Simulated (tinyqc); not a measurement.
# Lossy on-chip transmission line with skin effect: two studies

A uniform line in a homogeneous dielectric: c = sqrt(er)/(c0 Z0), l = Z0 sqrt(er)/c0 (c0 = 299792458 m/s), g = w c td, w = 2 pi f. The resistance joins its limits as r = sqrt(r_dc^2 + r_hf^2), with r_dc = rho/(wd th), r_hf = kr rho/(2 delta (wd + th)), delta = sqrt(rho/(pi f mu0)), mu0 = 4 pi 1e-7 H/m; this is an interpolation, and internal inductance, up to 0.05 nH/mm at low frequency, is neglected.

Values chosen for this exercise: width of the strip wd = 3.5 um; thickness of the strip th = 1.7 um; resistivity rho = 1.8 uohm cm; relative permittivity er = 4.2; loss tangent td = 0; lossless impedance sqrt(l/c) Z0 = 50 ohm; factor for crowding and the return path kr = 2; length len = 0.47 mm; source resistance Rg = 10 ohm; load resistance RL = 1000 ohm; load capacitance CL = 300 fF; frequency f = 13 GHz.

Each table varies one quantity; the others keep the values above.

## Line properties against frequency

gamma = sqrt((r + i w l)(g + i w c)) = alpha + i beta, Zc = sqrt((r + i w l)/(g + i w c)), roots with positive real part; loss 8.685889638 alpha in dB; phase velocity w/beta. ZL = 1/(1/RL + i w CL); reflection (ZL - Zc)/(ZL + Zc); Zin = Zc (ZL + Zc tanh(gamma len))/(Zc + ZL tanh(gamma len)); H = V_load/V_source = [Zin/(Zin + Rg)]/[cosh(gamma len) + (Zc/ZL) sinh(gamma len)].

Line properties against frequency:

| f (GHz) | r (ohm/mm) | r/(w l) | loss (dB/mm) | \|Zc\| (ohm) | phase velocity over c0 | length in wavelengths | \|H\| (dB) |
|---|---|---|---|---|---|---|---|
| 0.01 | 3.0296 | 141.07 | 0.031222 | 593.86 | 0.057895 | 2.7079e-4 | -0.098663 |
| 0.03 | 3.0382 | 47.157 | 0.053774 | 343.39 | 0.099429 | 4.7302e-4 | -0.098686 |
| 0.09 | 3.0641 | 15.853 | 0.091598 | 199.27 | 0.16794 | 8.4017e-4 | -0.098681 |
| 0.3 | 3.1528 | 4.8936 | 0.15818 | 111.74 | 0.28184 | 0.0016688 | -0.097805 |
| 0.8 | 3.3547 | 1.9526 | 0.23059 | 74.057 | 0.38613 | 0.0032481 | -0.090357 |
| 2 | 3.7958 | 0.88372 | 0.30516 | 57.761 | 0.45164 | 0.0069425 | -0.041926 |
| 7 | 5.2486 | 0.34913 | 0.44929 | 51.459 | 0.48089 | 0.022821 | 0.62062 |
| 20 | 7.8557 | 0.18289 | 0.67952 | 50.413 | 0.48594 | 0.064525 | 4.1580 |
| 60 | 12.916 | 0.10024 | 1.1205 | 50.125 | 0.48734 | 0.19302 | -14.205 |

What does the table show?

r equals w l at 1.72 GHz: below it |Zc| and the delay grow as in an RC line, above it |Zc| tends to Z0 = 50 ohm and the velocity to 1/sqrt(er) = 0.488 c0. The loss goes as f^(0.49) between the first two rows and f^(0.46) between the last two. |H| is -0.0987 dB in the first row and -14.2 dB in the last; between rows it can pass through resonances that the table doesn't show.

## Effect of the load resistance

Same model as above.

The same in every row: r (ohm/mm) = 6.5815; r/(w l) = 0.23574; loss (dB/mm) = 0.56778; |Zc| (ohm) = 50.681; phase velocity over c0 = 0.48464; length in wavelengths = 0.042053.

Effect of the load resistance:

| RL (ohm) | \|H\| (dB) |
|---|---|
| 10 | -8.1111 |
| 25 | -3.2765 |
| 50 | -0.81972 |
| 75 | 0.17541 |
| 150 | 1.2928 |
| 500 | 2.1641 |
| 10000 | 2.5435 |

What does the table show?

As RL goes from 10 to 10000, the loss stays at 0.568 dB/mm, |Zc| stays at 50.7 ohm and |H| goes from -8.11 to 2.54 dB, with its highest value among the rows, 2.54 dB, at RL = 10000.

Program tinyqc, `OMP_NUM_THREADS=1 python tinyqc.py 2810170 2810171 out.jsonl`; Intel Xeon 2.30GHz, shared host, one thread, about 0.01 s.
